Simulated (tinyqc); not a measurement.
Inside a calculation. Method: UHF in the sto-6g basis, for H2+, spin multiplicity 2. Computed by tinyqc, a small Python program that keeps every step (integrals from PySCF). Settings: charge = 1, multiplicity = 2, basis = sto-6g, energy threshold = 1e-10, iteration cap = 58, orthogonalisation = symmetric, start = highest core orbitals, DIIS depth = 4, damping = 0.2, method = UHF. Command: `OMP_NUM_THREADS=1 python tinyqc.py 29016 29017 out.jsonl` (the two numbers bound the seeds that draw the settings). One thread of a shared host (Intel(R) Xeon(R) Processor @ 2.60GHz), about 0.03 s of CPU time with the checks. Later iterations appear only in the table of the cycle.

## One-electron integrals

Geometry (angstrom):

| atom | x | y | z |
|---|---|---|---|
| H | 0.000000 | 0.000000 | 0.000000 |
| H | 0.000000 | 0.000000 | 1.172000 |

Basis sto-6g: exponents (1/bohr^2) and contraction coefficients of normalised primitives:

| element | l (shell) | exponent | coefficient |
|---|---|---|---|
| H | s (1) | 35.523221 | 0.009164 |
| H | s (1) | 6.513144 | 0.049361 |
| H | s (1) | 1.822143 | 0.168538 |
| H | s (1) | 0.625955 | 0.370563 |
| H | s (1) | 0.243077 | 0.416492 |
| H | s (1) | 0.100112 | 0.130334 |

Overlap, kinetic and nuclear-attraction integrals over the contracted functions; the nuclear repulsion is the sum of Za Zb / Rab.

nuclear repulsion = 0.45151639 hartree

overlap S:
```
          1H 1s     2H 1s
1H 1s  1.000000  0.401691
2H 1s  0.401691  1.000000
```

kinetic energy T (hartree):
```
          1H 1s     2H 1s
1H 1s  0.768522  0.060756
2H 1s  0.060756  0.768522
```

nuclear attraction V (hartree):
```
           1H 1s      2H 1s
1H 1s  -1.684113  -0.596087
2H 1s  -0.596087  -1.684113
```

core Hamiltonian H = T + V (hartree):
```
           1H 1s      2H 1s
1H 1s  -0.915591  -0.535331
2H 1s  -0.535331  -0.915591
```

## Two-electron integrals

Functions are numbered as in S; the eight-fold symmetry (ij|kl) = (ji|kl) = (kl|ij) leaves the list below.

Two-electron integrals (ij|kl) in chemists' order, unique and non-zero (hartree):
```
(11|11) 0.774999   (21|11) 0.237425   (21|21) 0.098958   (22|11) 0.425705
(22|21) 0.237425   (22|22) 0.774999
```

## Orthogonalisation

S = U s U^T; symmetric (Loewdin) form X = U s^(-1/2) U^T, so that X^T S X = 1.

eigenvalues of S: 0.598309  1.401691

X:
```
           1H 1s      2H 1s
1H 1s   1.068731  -0.224086
2H 1s  -0.224086   1.068731
```

## Starting guess

The start is the highest orbitals of the core Hamiltonian (a deliberately bad start); D(s) = C_occ C_occ^T for each spin.

D(alpha) at the start:
```
           1H 1s      2H 1s
1H 1s   0.835688  -0.835688
2H 1s  -0.835688   0.835688
```

D(beta) at the start:
```
          1H 1s     2H 1s
1H 1s  0.000000  0.000000
2H 1s  0.000000  0.000000
```

## Iteration 1: building the Fock matrix

J_ij = sum D_kl (ij|kl) with D = D(alpha) + D(beta), K_ij = sum D_kl (ik|jl) for each spin; F = H + J - K(s); E = tr D H + tr D J / 2 - 0.5 sum_s tr D(s) K(s) + E_nn.

Coulomb J (hartree):
```
          1H 1s     2H 1s
1H 1s  0.606587  0.231431
2H 1s  0.231431  0.606587
```

exchange K(alpha) (hartree):
```
           1H 1s      2H 1s
1H 1s   0.333528  -0.041628
2H 1s  -0.041628   0.333528
```

exchange K(beta) (hartree):
```
          1H 1s     2H 1s
1H 1s  0.000000  0.000000
2H 1s  0.000000  0.000000
```

F(alpha) (hartree):
```
           1H 1s      2H 1s
1H 1s  -0.642532  -0.262272
2H 1s  -0.262272  -0.642532
```

F(beta) (hartree):
```
           1H 1s      2H 1s
1H 1s  -0.309004  -0.303900
2H 1s  -0.303900  -0.309004
```

total energy of this density = -0.18404069 hartree

This density is the starting one.

## Iteration 1: diagonalisation and new density

Diagonalise F' = X^T F X, C = X C', fill 1 alpha and 0 beta electrons from the bottom; D(s) = C_occ C_occ^T; the new density keeps 0.2 of the old one (damping). Each column has its largest component positive (the first on a tie).

F' = X^T F X (alpha) (hartree):
```
           1          2
1  -0.640533  -0.004976
2  -0.004976  -0.640533
```

orbital energies (alpha) (hartree): MO1 -0.645509, MO2 -0.635557

coefficients C (alpha):
```
            MO1        MO2
1H 1s  0.597254   0.914160
2H 1s  0.597254  -0.914160
```

F' = X^T F X (beta) (hartree):
```
           1          2
1  -0.222895  -0.214365
2  -0.214365  -0.222895
```

orbital energies (beta) (hartree): MO1 -0.437260, MO2 -0.008530

coefficients C (beta):
```
            MO1        MO2
1H 1s  0.597254   0.914160
2H 1s  0.597254  -0.914160
```

D(alpha) after iteration 1:
```
          1H 1s     2H 1s
1H 1s  0.452507  0.118232
2H 1s  0.118232  0.452507
```

D(beta) after iteration 1:
```
          1H 1s     2H 1s
1H 1s  0.000000  0.000000
2H 1s  0.000000  0.000000
```

## Iteration 2: building the Fock matrix

As before.

Coulomb J (hartree):
```
          1H 1s     2H 1s
1H 1s  0.599470  0.238273
2H 1s  0.238273  0.599470
```

exchange K(alpha) (hartree):
```
          1H 1s     2H 1s
1H 1s  0.451614  0.276905
2H 1s  0.276905  0.451614
```

exchange K(beta) (hartree):
```
          1H 1s     2H 1s
1H 1s  0.000000  0.000000
2H 1s  0.000000  0.000000
```

F(alpha) (hartree):
```
           1H 1s      2H 1s
1H 1s  -0.767735  -0.573963
2H 1s  -0.573963  -0.767735
```

F(beta) (hartree):
```
           1H 1s      2H 1s
1H 1s  -0.316121  -0.297058
2H 1s  -0.297058  -0.316121
```

total energy of this density = -0.44135482 hartree

This density is a damped mixture and is not idempotent.

## Iteration 2: DIIS over 2 matrices

error matrix X^T (FDS - SDF) X (alpha):
```
          1         2
1  0.000000  0.000000
2  0.000000  0.000000
```

B (overlaps of the stored error matrices):
```
               1              2
1  0.0000000e+00  0.0000000e+00
2  0.0000000e+00  0.0000000e+00
```

Minimise |sum c_i e_i|^2 with sum c_i = 1: solve [B -1; -1 0][c; lambda] = [0; -1] with B_ij = tr e_i^T e_j summed over both spins, and take F = sum c_i F_i.

DIIS coefficients: 0.965255  0.034745

extrapolated F(alpha) (hartree):
```
           1H 1s      2H 1s
1H 1s  -0.646882  -0.273102
2H 1s  -0.273102  -0.646882
```

extrapolated F(beta) (hartree):
```
           1H 1s      2H 1s
1H 1s  -0.309251  -0.303662
2H 1s  -0.303662  -0.309251
```

## Iteration 2: diagonalisation and new density

As before.

F' = X^T F X (alpha) (hartree):
```
           1          2
1  -0.640533  -0.015806
2  -0.015806  -0.640533
```

orbital energies (alpha) (hartree): MO1 -0.656339, MO2 -0.624727

coefficients C (alpha):
```
            MO1        MO2
1H 1s  0.597254   0.914160
2H 1s  0.597254  -0.914160
```

F' = X^T F X (beta) (hartree):
```
           1          2
1  -0.223304  -0.213963
2  -0.213963  -0.223304
```

orbital energies (beta) (hartree): MO1 -0.437267, MO2 -0.009341

coefficients C (beta):
```
            MO1        MO2
1H 1s  0.597254   0.914160
2H 1s  0.597254  -0.914160
```

D(alpha) after iteration 2:
```
          1H 1s     2H 1s
1H 1s  0.375871  0.309016
2H 1s  0.309016  0.375871
```

D(beta) after iteration 2:
```
          1H 1s     2H 1s
1H 1s  0.000000  0.000000
2H 1s  0.000000  0.000000
```

## Iteration 17 (converged): orbitals

converged F(alpha) (hartree):
```
           1H 1s      2H 1s
1H 1s  -0.799036  -0.651885
2H 1s  -0.651885  -0.799036
```

converged F(beta) (hartree):
```
           1H 1s      2H 1s
1H 1s  -0.317900  -0.295347
2H 1s  -0.295347  -0.317900
```

Diagonalise F' = X^T F X, C = X C', fill 1 alpha and 0 beta electrons from the bottom; D(s) = C_occ C_occ^T. Each column has its largest component positive (the first on a tie).

F' = X^T F X (alpha) (hartree):
```
           1          2
1  -0.640533  -0.394589
2  -0.394589  -0.640533
```

orbital energies (alpha) (hartree): MO1 -1.035122, MO2 -0.245944

coefficients C (alpha):
```
            MO1        MO2
1H 1s  0.597254   0.914160
2H 1s  0.597254  -0.914160
```

F' = X^T F X (beta) (hartree):
```
           1          2
1  -0.237600  -0.199905
2  -0.199905  -0.237600
```

orbital energies (beta) (hartree): MO1 -0.437506, MO2 -0.037695

coefficients C (beta):
```
            MO1        MO2
1H 1s  0.597254   0.914160
2H 1s  0.597254  -0.914160
```

D(alpha) after iteration 17:
```
          1H 1s     2H 1s
1H 1s  0.356712  0.356712
2H 1s  0.356712  0.356712
```

D(beta) after iteration 17:
```
          1H 1s     2H 1s
1H 1s  0.000000  0.000000
2H 1s  0.000000  0.000000
```

## Convergence

Stop when the energy changes by less than 1e-10 hartree and every element of the error matrix X^T (F D S - S D F) X (for each spin) is below 3e-06.

Course of the cycle:

| iteration | E (hartree) | change | largest element of the error matrix |
|---|---|---|---|
| 1 | -0.18404069 | - | 3.70e-17 |
| 2 | -0.44135482 | -2.57e-01 | 1.53e-16 |
| 3 | -0.55266228 | -1.11e-01 | 0.000000 |
| 4 | -0.57731755 | -2.47e-02 | 1.27e-16 |
| 5 | -0.58234436 | -5.03e-03 | 1.00e-16 |
| 6 | -0.58335355 | -1.01e-03 | 2.80e-16 |
| 7 | -0.58355554 | -2.02e-04 | 0.000000 |
| 8 | -0.58359595 | -4.04e-05 | 1.06e-16 |
| 9 | -0.58360403 | -8.08e-06 | 1.27e-16 |
| 10 | -0.58360564 | -1.62e-06 | 2.48e-16 |
| 11 | -0.58360597 | -3.23e-07 | 2.54e-16 |
| 12 | -0.58360603 | -6.46e-08 | 1.27e-16 |
| 13 | -0.58360605 | -1.29e-08 | 1.00e-16 |
| 14 | -0.58360605 | -2.59e-09 | 1.27e-16 |
| 15 | -0.58360605 | -5.17e-10 | 1.48e-16 |
| 16 | -0.58360605 | -1.03e-10 | 1.00e-16 |
| 17 | -0.58360605 | -2.07e-11 | 1.00e-16 |

PySCF UHF in the same basis, after a stability check = -0.58360605 hartree

Converged in 17 iterations.

## Populations, bond orders and dipole

Mulliken: Z minus the diagonal of D S on the atom; Loewdin: the same with S^(1/2) D S^(1/2); Mayer order: 2 sum_s sum (D(s) S)_ij (D(s) S)_ji over the two atoms.

Charges (e):

| atom | Mulliken | Loewdin | Mulliken spin |
|---|---|---|---|
| 1H | 0.500000 | 0.500000 | 0.500000 |
| 2H | 0.500000 | 0.500000 | 0.500000 |

Mayer bond orders:

| pair | order |
|---|---|
| 2-1 | 0.500000 |

dipole moment about the origin, x y z (debye): 0.000000  0.000000  2.814678

<S^2> of the determinant (pure state: 0.75) = 0.750000
